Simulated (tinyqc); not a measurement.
Programming of a floating-gate cell by Fowler-Nordheim tunnelling: two steps of the calculation.

Per tunnel area the floating gate has Ctun = 3.9 eps0/tox to the channel (0 V) and Ccg to the control gate, Ct = Ctun/(1 - ag), no other coupling. With the threshold shift U = -Q/Ccg the field is F = ag (Vg - U)/tox, and dU/dt = J/Ccg. Fowler-Nordheim: J = A F^2 exp(-B/F), A = q^2/(16 pi^2 hbar mo phi) (times 1e14 for A/cm^2 with F in V/nm, emitter mass m0), B = (4/3) sqrt(mo/C) phi^1.5, C = hbar^2/(2 m0).

Parameters, values chosen for the exercise; oxide values close to those of silicon dioxide: tunnel barrier phi = 3.09 eV; tunnelling mass mo = 0.44 m0; tunnel oxide thickness tox = 9.4 nm; coupling ratio Ccg/Ct ag = 0.71; tunnel area ar = 870 nm^2; threshold shift at the start Vt0 = -0.8 V; control-gate voltage Vg = 13.9 V; time step dt = 9.4 us; steps n = 11.

Constants: q = 1.602176634e-19 C, hbar = 1.054571817e-34 J s, m0 = 9.1093837015e-31 kg, eps0 = 8.8541878128e-14 F/cm where lengths are in cm, hbar^2/(2 m0) = 0.0380998212 eV nm^2. Results are converted to the units shown.

Question 1. Constants of the cell. A, B, Ccg = ag Ct, the starting field and current, K = A B ag/(Ccg tox), and the knee time t0 = exp(B/F(0))/K.

Find: A; B; Ccg; F(0); J(0); K; t0; electrons for 1 V of shift.

Answer 1.

A = 1.1337e8 A cm^-2 (V/nm)^-2
B = 24.612 V/nm
Ccg = 0.89939 uF/cm^2
F(0) = 1.1103 V/nm
J(0) = 0.033014 A/cm^2
K = 2.3434e14 1/s
t0 = 18.066 us
electrons for 1 V of shift = 48.838

Question 2. Explicit time steps against the exact solution. U(new) = U + dt J(F(U))/Ccg. Exact: exp(B/F(t)) = exp(B/F(0)) + K t, K = A B ag/(Ccg tox), and U = Vg - tox F/ag.

Give: t; F; J; U by steps; U exact.

Answer 2.

t, step 0 to 11 (us): [0, 9.400, 18.80, 28.20, 37.60, 47.00, 56.40, 65.80, 75.20, 84.60, 94.00, 103.4]
F, step 0 to 11 (V/nm): [1.110, 1.084, 1.070, 1.059, 1.051, 1.044, 1.039, 1.034, 1.029, 1.025, 1.022, 1.019]
J, step 0 to 11 (A/cm^2): [0.03301, 0.01848, 0.01320, 0.01032, 0.008487, 0.007211, 0.006268, 0.005543, 0.004967, 0.004499, 0.004110, 0.003782]
U by steps, step 0 to 11 (V): [-0.8000, -0.4549, -0.2618, -0.1239, -0.0160, 0.0727, 0.1480, 0.2136, 0.2715, 0.3234, 0.3704, 0.4134]
U exact, step 0 to 11 (V): [-0.8000, -0.5273, -0.3417, -0.2018, -0.0898, 0.0033, 0.0828, 0.1521, 0.2135, 0.2685, 0.3182, 0.3637]

Range of the model: Programming fields of 10 MV/cm and more wear the oxide; trapping and the channel potential are ignored.

Computed by the program tinyqc: `OMP_NUM_THREADS=1 python tinyqc.py 2130093 2130094 out.jsonl`, one thread of a shared Intel Xeon 2.30GHz, about 0.01 s for the whole run.
